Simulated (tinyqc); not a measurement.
# Fermi-level pinning from two metals

Inverse problem. Cowley-Sze model with the space charge neglected: phiB = S (phiM - chi) + (1 - S)(Eg - phi0), S = 1/(1 + q Dit dl/(eps0 ei)), dl in cm. Find S, phi0 and Dit.

Inputs (values chosen for the exercise); band and dielectric values close to those of silicon: band gap Eg = 1.13 eV; electron affinity chi = 4 eV; thickness of the interfacial layer dl = 0.2 nm; relative permittivity of the interfacial layer ei = 3.9.

Constants: q = 1.602176634e-19 C, eps0 = 8.8541878128e-14 F/cm where lengths are in cm. Results are converted to the units shown.

barriers for metals with phiM = 4.15 and 5.37 eV (eV): 0.35347134  1.2029713

Answer. S is the slope of phiB against phiM; either barrier then gives phi0, and S gives Dit.

S = 0.696
phi0 = 0.310 eV
Dit = 4.70e13 cm^-2 eV^-1

Computed by the program tinyqc: `OMP_NUM_THREADS=1 python tinyqc.py 2020172 2020173 out.jsonl`, one thread of a shared Intel Xeon 2.30GHz, about 0.07 s for the whole run.
